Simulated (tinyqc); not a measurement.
What moves the results: optical gain and spontaneous emission in a bulk direct-gap semiconductor. A value that a table varies takes the place of the one given here.

Parabolic bands, vertical transitions, no excitons. For each hole band j: mr = me mj/(me + mj); joint density of states J_j(E) = (mr/c)^(3/2) sqrt(E - Eg)/(2 pi^2), both spins, c = hbar^2/2m0; averaged matrix element |e.p|^2 = m0 Ep/6; alpha_j(E) = 4 pi^2 alpha_f c Ep J_j/(3 nr E) in 1/angstrom (alpha_f the fine-structure constant, listed as alpha among the constants), times 1e8 for 1/cm.

F_j(eta) = (1/Gamma(j + 1)) integral_0^infinity x^j dx/(1 + exp(x - eta)), which tends to exp(eta) for eta << 0.

Quasi-Fermi levels: n = Nc F_1/2(Fc/kT) and p = Nv F_1/2(Fv/kT), Fc counted up from the conduction edge and Fv down from the valence edge; Nc, Nv from N = 2 (m kB T/(4 pi c))^(3/2) with c = hbar^2/2m0, in 1/angstrom^3; times 1e24 for 1/cm^3, with me and (mhh^(3/2) + mlh^(3/2))^(2/3).

For band j the electron sits at Ee = (E - Eg) mr/me above its edge and the hole at Eh = (E - Eg) mr/mj; fe = 1/(1 + exp((Ee - Fc)/kT)), fh = 1/(1 + exp((Eh - Fv)/kT)); gain g = sum_j alpha_j (fe + fh - 1).

Spontaneous rate: R = integral of (nr E/(hbar c))^2/(pi^2 hbar) sum_j alpha_j fe fh dE, with alpha in 1/cm and (nr E/(hbar c))^2 in 1/cm^2 (1e16 per 1/angstrom^2); B = R/(n p); lifetime n/R.

Constants: hbar^2/2m0 = 3.80998211 eV angstrom^2; fine-structure constant alpha = 0.007297352564; kB = 8.617333262e-05 eV/K; hbar = 6.58211957e-16 eV s; hbar c = 1973.269805 eV angstrom.

Parameters, chosen for this exercise (near those of GaAs; not measured data): Eg = 1.399 eV (direct gap); me = 0.0676 m0 (electron mass); mhh = 0.511 m0 (heavy-hole mass); mlh = 0.0781 m0 (light-hole mass); Ep = 25.8 eV (Kane energy); nr = 3.61 (refractive index); T = 350 K; n = 4.5e+18 1/cm^3 (injected density, n = p).

## Peak gain against injection

The peak is the largest g over E; a dash marks no gain.

Gain:

| n (1/cm^3) | Fc (eV) | Fv (eV) | peak gain (1/cm) | peak E - Eg (eV) | B (cm^3/s) |
|---|---|---|---|---|---|
| 7.9e+17 | 0.0255 | -0.0820 | - | - | 1.73e-10 |
| 1.3e+18 | 0.0498 | -0.0665 | - | - | 1.62e-10 |
| 1.8e+18 | 0.0686 | -0.0563 | 49 | 0.0042 | 1.52e-10 |
| 2.2e+18 | 0.0816 | -0.0499 | 195 | 0.0115 | 1.46e-10 |
| 2.8e+18 | 0.0992 | -0.0421 | 449 | 0.0217 | 1.37e-10 |
| 3.6e+18 | 0.1202 | -0.0338 | 787 | 0.0342 | 1.28e-10 |
| 4.7e+18 | 0.1460 | -0.0248 | 1219 | 0.0496 | 1.17e-10 |
| 6.3e+18 | 0.1797 | -0.0146 | 1769 | 0.0687 | 1.05e-10 |

transparency density (Fc + Fv = 0) = 1.57e+18 1/cm^3

Gain starts at 1.57e+18 1/cm^3, where Fc = -Fv = 0.0605 eV: with Nv/Nc = 22 the electrons must be degenerate before the holes are. The slope of peak gain against n is 3.66e-16 cm^2 between the first two rows with gain and 3.44e-16 between the last two; the peak moves from 0.0042 to 0.0687 eV above the gap as the bands fill, and B falls by a factor 1.65. Line broadening and gap shrinkage are left out.

## Gain spectrum

At the density n.

Spectrum:

| E - Eg (eV) | alpha, empty (1/cm) | fe, heavy | fh, heavy | g (1/cm) |
|---|---|---|---|---|
| 0.005 | 1927 | 0.990 | 0.291 | 534 |
| 0.010 | 2716 | 0.988 | 0.287 | 728 |
| 0.020 | 3814 | 0.984 | 0.279 | 953 |
| 0.030 | 4639 | 0.978 | 0.271 | 1075 |
| 0.045 | 5622 | 0.967 | 0.260 | 1143 |
| 0.060 | 6425 | 0.950 | 0.249 | 1107 |
| 0.080 | 7319 | 0.913 | 0.235 | 904 |
| 0.100 | 8074 | 0.854 | 0.221 | 491 |
| 0.130 | 9025 | 0.708 | 0.202 | -642 |
| 0.170 | 10057 | 0.429 | 0.178 | -3098 |
| 0.220 | 11087 | 0.148 | 0.151 | -6340 |

Fc + Fv = 0.1152 eV

g is positive below E - Eg = 0.1152 eV; the largest value listed is 1143 1/cm at 0.045 eV. At 0.220 eV above the gap g is -0.57 times the absorption of the empty crystal, whose limit is -1.

## Transparency density and B against temperature

Eg is held fixed; B is taken at n = 1e15 1/cm^3.

Results:

| T (K) | transparency density (1/cm^3) | Fc/kT there | B (cm^3/s) |
|---|---|---|---|
| 100 | 2.40e+17 | 2.006 | 1.24e-09 |
| 150 | 4.42e+17 | 2.006 | 6.80e-10 |
| 200 | 6.80e+17 | 2.006 | 4.44e-10 |
| 250 | 9.50e+17 | 2.006 | 3.19e-10 |
| 300 | 1.25e+18 | 2.006 | 2.44e-10 |
| 350 | 1.57e+18 | 2.006 | 1.94e-10 |
| 400 | 1.92e+18 | 2.006 | 1.60e-10 |
| 500 | 2.69e+18 | 2.006 | 1.15e-10 |

Fc/kT at transparency stays at 2.006, since it depends on Nv/Nc alone, so the density goes as T^1.50. B goes as T^-1.48, against T^-1.5 for non-degenerate carriers: hot carriers spread over k and fewer pairs share a wave vector.

## What moves transparency and gain

Transparency is Fc + Fv = 0; the peak is the largest g over E at the density n (0 if none). Each row changes one parameter from the base and keeps the others.

Results:

| case | transparency density (1/cm^3) | Fc + Fv (eV) | peak gain (1/cm) |
|---|---|---|---|
| base | 1.57e+18 | 0.1152 | 1144 |
| me = 0.0777 m0 | 1.80e+18 | 0.0952 | 1172 |
| mhh = 0.307 m0 | 1.22e+18 | 0.1403 | 1916 |
| Ep = 28.4 eV | 1.57e+18 | 0.1152 | 1259 |
| T = 390 K | 1.85e+18 | 0.1047 | 926 |
| n = 5.85e+18 1/cm^3 | 1.57e+18 | 0.1534 | 1623 |
| nr = 3.79 | 1.57e+18 | 0.1152 | 1089 |

The largest shifts from the base row, up to three for each result and ties (the steps differ in size, so this ranks the rows, not the parameters). transparency density (1/cm^3): mhh -3.57e+17, T +2.77e+17, me +2.27e+17; unchanged at the printed digits by Ep, n and nr. Fc + Fv (eV): n +0.0382, mhh +0.0251, me -0.0201; unchanged at the printed digits by Ep and nr. peak gain (1/cm): mhh +773, n +479, T -218.

(tinyqc, `OMP_NUM_THREADS=1 python tinyqc.py 1681645 1681646 out.jsonl`, Intel(R) Xeon(R) Processor @ 2.30GHz, 1 thread, shared host, about 0.1 s.)
